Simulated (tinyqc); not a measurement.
Short-channel transistor, virtual-source model with series resistance: one step of the calculation.

The current per gate width is the charge at the top of the source barrier (the virtual source) times its velocity times a saturation function; al and be are fitting constants of the model. Units: I in uA/um, Rs in ohm um, so I Rs = 1e-6 I Rs in volts; Q in uC/cm^2, so I = 1e-4 Q vx0 Fsat with vx0 in cm/s.

Task. What the series resistance costs. Intrinsic voltages Vg' = Vgs - I Rs, Vd' = Vds - 2 I Rs. n = n0 + nd Vd', VT = VT0 - dl Vd', Ff = 1/(1 + exp((Vg' - VT + al Vt/2)/(al Vt))), Q = Cinv n Vt ln(1 + exp((Vg' - VT + al Vt Ff)/(n Vt))), Vdsat = (vx0 L/mu)(1 - Ff) + Vt Ff, Fsat = u/(1 + u^be)^(1/be) with u = Vd'/Vdsat, and I = Q vx0 Fsat per width. I0 is the current for Rs = 0. Effective velocity I/Q; transit time L Q/I.

Parameters, values chosen for the exercise:

| symbol | value | unit | meaning |
|---|---|---|---|
| T | 350 | K | temperature |
| Cinv | 2.77 | uF/cm^2 | inversion capacitance |
| vx0 | 1.35e7 | cm/s | velocity at the virtual source |
| mu | 880 | cm^2/(V s) | apparent mobility |
| L | 130 | nm | channel length |
| VT0 | 0.377 | V | threshold at zero drain voltage |
| dl | 0.192 | V/V | drain-induced barrier lowering |
| n0 | 1.6 |  | subthreshold factor |
| nd | 0.1 | 1/V | growth of n with drain voltage |
| al | 3.5 |  | threshold shift (in units of Vt) from weak to strong inversion |
| be | 2 |  | sharpness of saturation |
| Rs | 50 | ohm um | series resistance of each contact |
| Vgs | 0.5 | V | gate voltage |
| Vds | 0.25 | V | drain voltage |

Constants: q = 1.602176634e-19 C, kB = 1.380649e-23 J/K, Vt = kB T/q. Results are converted to the units shown.

converged I = 445.36750 uA/um
I0 = 555.47415 uA/um

Wanted: loss against I0; effective velocity; transit time.

Result.

loss against I0 = 19.82 %
effective velocity = 1.025e7 cm/s
transit time = 1.268 ps

The carriers leave the virtual source at 75.9 % of vx0.

Numbers from tinyqc (`OMP_NUM_THREADS=1 python tinyqc.py 2380110 2380111 out.jsonl`; about 0.01 s on one thread of a shared Intel Xeon 2.30GHz).
